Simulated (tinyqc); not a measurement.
# Conduction-band offset of an n-N heterojunction from carrier-profile moments: two studies

Layer 1 (x < 0) accumulates electrons and layer 2 (x > 0) is depleted. Boltzmann statistics. The bands bend down by V1 in layer 1 and up by V2 in layer 2, with V1 + V2 = VD = dE + Vt ln[(N2/Nc2)/(N1/Nc1)].

Parameters, values chosen for the exercise; values of the order of III-V alloys: temperature T = 350 K; relative permittivity of both layers eps_r = 13.4; density of states of the narrow-gap layer 1 Nc1 = 5.5e17 cm^-3; density of states of the wide-gap layer 2 Nc2 = 5.2e17 cm^-3; donor density in layer 1 N1 = 8.2e15 cm^-3; donor density in layer 2 N2 = 3.7e16 cm^-3; fixed charge at the interface si = 0 cm^-2.

Constants: q = 1.602176634e-19 C, kB = 1.380649e-23 J/K, Vt = kB T/q, eps0 = 8.8541878128e-14 F/cm where lengths are in cm. Results are converted to the units shown.

Each table varies one quantity; the others keep the values above.

## An error in the interface position

A C-V profile smears n(x) but keeps its zeroth and first moments: si = -int (N - n) dx, VD = (q/(eps0 eps_r)) int (N - n) x dx, dE = VD - Vt ln[(N2/Nc2)/(N1/Nc1)]. With the step of N placed at xi and the moment taken about xi, VD changes by (q/(eps0 eps_r)) [si xi + (N2 - N1) xi^2/2] and si by (N2 - N1) xi.

An error in the interface position:
```
xi (nm)  error of si (cm^-2)  error of dE (meV)
-30                -8.640e10              17.50
-22.5              -6.480e10              9.844
-15                -4.320e10              4.375
-7.5               -2.160e10              1.094
0                          0                  0
7.5                 2.160e10              1.094
15                  4.320e10              4.375
22.5                6.480e10              9.844
30                  8.640e10              17.50
```

What does the comparison show, and why?

Among the rows the error of dE lies between 0 and 17.5 meV, quadratic in xi, since without interface charge the first-order term vanishes; the error of si is linear, 2.88e9 cm^-2 a nanometre.

## Effect of the offset

Sheet densities from the first integral: Q1 = sqrt((2 eps0 eps_r Vt N1/q)(exp(u1) - u1 - 1)) extra electrons, Q2 = sqrt((2 eps0 eps_r Vt N2/q)(exp(-u2) + u2 - 1)) missing ones, u = V/Vt; neutrality Q1 = Q2 + si.

Effect of the offset:
```
dE (eV)  VD (V)   V1 (V)  Q1 (cm^-2)  n(0-)/Nc1
0.06     0.1071  0.05738    1.180e11    0.09991
0.12     0.1671  0.07683    1.838e11     0.1904
0.19     0.2371  0.09220    2.511e11     0.3170
0.25     0.2971   0.1017    3.010e11     0.4340
0.31     0.3571   0.1091    3.456e11     0.5549
0.37     0.4171   0.1151    3.860e11     0.6782
0.44     0.4871   0.1210    4.291e11     0.8241
0.5      0.5471   0.1253    4.633e11     0.9504
```

What does the table show?

Q1 rises from 1.18e11 to 4.63e11 cm^-2, as VD^(0.66) between the last two rows. Layer 1 takes 53.6 % of VD in the first row and 22.9 % in the last: accumulation charge grows exponentially with V1, so most of a large offset falls across the depleted side. For dE = 0.31, 0.37, 0.44, 0.5 n(0-) nears or passes Nc1, where degeneracy and quantisation lower Q1.

Numbers from tinyqc (`OMP_NUM_THREADS=1 python tinyqc.py 2410084 2410085 out.jsonl`; about 0.1 s on one thread of a shared Intel Xeon 2.30GHz).
